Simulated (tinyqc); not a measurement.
# Bias-temperature instability, empirical power law with universal recovery: several studies

Threshold-voltage shift at the end of a stress: dV = A (V/V0)^g exp[-(Ea q/kB)(1/T - 1/T0)] (t/1 s)^n. After a delay tr the permanent share pp stays and the rest falls by r = 1/(1 + B (tr/t)^be). An empirical model: its parameters are fits, not properties.

Values chosen for this exercise: reference stress voltage V0 = 1.9 V; reference temperature T0 = 373 K; shift after 1 s at V0 and T0 A = 4.7 mV; time exponent n = 0.17; voltage exponent g = 4.1; apparent activation energy of the shift Ea = 0.05 eV; permanent share pp = 0.48; recovery scale B = 5.5; recovery dispersion be = 0.1; use voltage V = 1 V; use temperature T = 358 K; failure criterion dc = 70 mV; stress time ts = 100 s.

Constants: q = 1.602176634e-19 C, kB = 1.380649e-23 J/K. Results are converted to the units shown.

Each table varies one quantity; the others keep the values above.

## Lifetime against voltage

The lifetime solves dV = dc; ten years are 3.15576e8 s.

Lifetime against voltage:

| V (V) | shift after ten years (mV) | lifetime (years) |
|---|---|---|
| 0.6 | 1.087 | 4.373e11 |
| 0.79 | 3.358 | 5.745e8 |
| 0.97 | 7.790 | 4.067e6 |
| 1.16 | 16.22 | 5.441e4 |
| 1.34 | 29.30 | 1678 |
| 1.53 | 50.46 | 68.54 |
| 1.71 | 79.62 | 4.688 |
| 1.9 | 122.6 | 0.3693 |

What does the comparison show?

The shift goes as V^4.1 and the lifetime as V^(-24.1): 5 % more voltage adds 22.1 % to the shift and divides the lifetime by 3.24. 6 of the 8 rows pass ten years. For V = 0.6, 0.79, 0.97, 1.16, 1.34 the lifetime is a formal extrapolation far beyond any test.

## Effect of the time exponent at a fixed measured point

Same model as above.

A is rescaled so that the shift at ts, V0 and T0 stays the same.

Effect of the time exponent at a fixed measured point:

| nx | A (mV) | shift after ten years (mV) | lifetime (years) |
|---|---|---|---|
| 0.1 | 6.4878 | 3.0961 | 3.4903e14 |
| 0.125 | 5.7823 | 4.5008 | 3.4235e10 |
| 0.15 | 5.1534 | 6.5429 | 7.2812e7 |
| 0.175 | 4.5930 | 9.5114 | 8.9835e5 |
| 0.2 | 4.0935 | 13.827 | 33256 |
| 0.225 | 3.6484 | 20.100 | 2561.1 |
| 0.25 | 3.2516 | 29.220 | 329.37 |
| 0.275 | 2.8980 | 42.477 | 61.501 |
| 0.3 | 2.5828 | 61.749 | 15.190 |

What does the comparison show?

The ten-year shift rises from 3.10 to 61.7 mV and the lifetime falls from 3.49e14 to 15.2 years: an error of 0.025 in the exponent changes the shift by a factor of 1.45 over the 6.50 decades from ts to ten years. For nx = 0.1, 0.125, 0.15, 0.175, 0.2, 0.225 the lifetime is a formal extrapolation far beyond any test.

## Recovery after a stress

Same model as above.

At V0 and T0 after the stress time ts.

Recovery after a stress:

| tr (s) | tr/ts | share left | shift (mV) |
|---|---|---|---|
| 0.00013 | 1.300e-6 | 0.6950 | 7.147 |
| 0.0017 | 1.700e-5 | 0.6635 | 6.822 |
| 0.022 | 2.200e-4 | 0.6343 | 6.523 |
| 0.29 | 0.002900 | 0.6079 | 6.251 |
| 3.8 | 0.03800 | 0.5847 | 6.012 |
| 49 | 0.4900 | 0.5649 | 5.809 |
| 640 | 6.400 | 0.5482 | 5.637 |
| 8300 | 83.00 | 0.5344 | 5.495 |

The shift falls from 7.15 to 5.50 mV over 7.8 decades of time, towards the permanent 4.94 mV. Half of the recoverable part is gone at tr/ts = B^(-1/be) = 3.95e-8.

Computed by the program tinyqc: `OMP_NUM_THREADS=1 python tinyqc.py 2070030 2070031 out.jsonl`, one thread of a shared Intel Xeon 2.30GHz, about 0.01 s for the whole run.
